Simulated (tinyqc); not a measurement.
Worked calculation: two-sublattice mean-field magnet: ferrimagnet, compensation points and susceptibility. Computed by tinyqc, a small Python program that keeps every step. Command: `OMP_NUM_THREADS=1 python tinyqc.py 3006999 3007000 out.jsonl ferri walk`. One thread of a shared host (Intel(R) Xeon(R) Processor @ 2.30GHz), about 0.01 s of CPU time with the checks. Intermediate numbers are printed to about 6 digits and carried at full precision; extremes and crossings named in words are read from the listed rows.

A random alloy A(1-x)B(x) with H = -sum over pairs J S_i.S_j. a = <S_A> and b = <S_B> are taken along z, a > 0. Exchange fields: h_A = (1 - x) zJ_AA a + x zJ_AB b, h_B = (1 - x) zJ_AB a + x zJ_BB b; a = S_A B_(S_A)(S_A h_A/(k_B T)) and likewise for b, with the Brillouin function B_S(y) = [(2S + 1)/(2S)] coth[(2S + 1) y/(2S)] - [1/(2S)] coth[y/(2S)].

Inputs (values chosen for the exercise, for a model ferrimagnet):
```
quantity                 value  unit
spin S_A                   2.5     -
spin S_B                   3.5     -
g factor g_A               2.1     -
g factor g_B                 2     -
fraction x of B sites     0.43     -
z J_AA                      23   meV
z J_BB                     1.6   meV
z J_AB                    -6.1   meV
T over T_c                0.22     -
largest number of steps   3000     -
```

Constants: k_B = 8.617333262e-05 eV/K.

## Ordering temperature

Linearised, T (a, b) = M (a, b) with M_ij = S_i (S_i + 1) c_j zJ_ij/(3 k_B), c_A = 1 - x, c_B = x. T_c is the larger eigenvalue, and its eigenvector gives b/a at onset, (T_c - M_AA)/M_AB.

M (K):
```
          A        B
A   443.728  -88.779
B  -211.832   41.916
```

eigenvalues (K): -0.426  486.070

T_c = 486.070 K

b/a at onset = -0.476933

T = 106.935 K

The antiferromagnetic A-B coupling raises T_c by 42 K over that of A alone.

## First step

Start from a = S_A, b = -S_B and apply the equations once.

h_A = 41.9555 meV

h_B = -11.1005 meV

new a = 2.48935

new b = -3.07234

## Self-consistent moments

Repeat from a = S_A, b = -S_B until a and b change by less than 1e-10.

Iteration:
```
step        a         b  largest change
1     2.50000  -3.50000     4.27656e-01
2     2.48935  -3.07234     2.25643e-02
3     2.48777  -3.04978     1.48290e-03
4     2.48766  -3.04830     9.86389e-05
5     2.48766  -3.04820     6.56642e-06
6     2.48766  -3.04819     4.37152e-07
7     2.48766  -3.04819     2.91030e-08
8     2.48766  -3.04819     1.93751e-09
9     2.48766  -3.04819     1.28988e-10
10    2.48766  -3.04819     8.58735e-12
```

a = 2.48766

b = -3.04819

last change = 8.58735e-12

a is at 100 % and b at 87 % of saturation: the B spins feel the weaker field per spin and lose their order faster.

## Net moment and spin

Net moment m = (1 - x) g_A a + x g_B b in mu_B per site; net spin s = (1 - x) a + x b. At T = 0, a = S_A and b = -S_B. Effective g = m/s.

net moment m = 0.356279 mu_B

net spin s = 0.107241

m at T = 0 = -0.0175 mu_B

effective g = 3.32222

A dominates at T, the other sublattice at T = 0: a compensation point lies between.

## Compensation temperatures

Net moment m = (1 - x) g_A a + x g_B b in mu_B per site; net spin s = (1 - x) a + x b. T_M: m = 0; T_A: s = 0; searched between 0.02 and 0.97 T_c, and given as 0 if there is no change of sign.

magnetic compensation T_M = 32.8629 K

angular-momentum compensation T_A = 68.9211 K

T_A lies 36.1 K above T_M, because g_A > g_B.

## Moments against temperature

The formulas are those given above.

Sublattices:
```
T/T_c    T (K)     a/S_A    -b/S_B  m (mu_B)
0.05    24.303  1.000000  0.998565  -0.01318
0.15    72.910  0.999448  0.939382   0.16331
0.30   145.821  0.981747  0.781678   0.58502
0.45   218.731  0.930864  0.607501   0.95703
0.60   291.642  0.843950  0.450324   1.17005
0.72   349.970  0.739739  0.339776   1.19094
0.84   408.298  0.584658  0.234250   1.04450
0.92   447.184  0.425365  0.156727   0.80116
0.97   471.488  0.265027  0.092924   0.51339
```

At 0.45 T_c A keeps 0.93 and B 0.61 of saturation. m changes sign once (Neel type N).

## Susceptibility above T_c

With a field B, T (a, b) = M (a, b) + (mu_B B/(3 k_B)) (g_A S_A (S_A + 1), g_B S_B (S_B + 1)). chi = m/B per site; C = mu_B [(1 - x) g_A^2 S_A (S_A + 1) + x g_B^2 S_B (S_B + 1)]/(3 k_B); the table gives C/chi, which tends to T - theta.

Inverse susceptibility:
```
T (K)    C/chi (K)  T - C/chi (K)
495.79       50.40        445.395
534.68      193.23        341.447
607.59      356.04        251.545
729.10      538.86        190.249
972.14      826.36        145.778
1458.21    1340.09        118.122
2430.35    2327.81        102.536
4860.70    4767.40         93.293
```

T - C/chi sinks from 445 K just above T_c to 93 K at 10 T_c, on its way to the asymptotic theta. The curve of 1/chi is a hyperbola that bends down to zero at T_c = 486 K, so a Curie-Weiss line fitted at high T misses T_c.

Checks made by the program: the fixed point (relative difference below 1e-10).
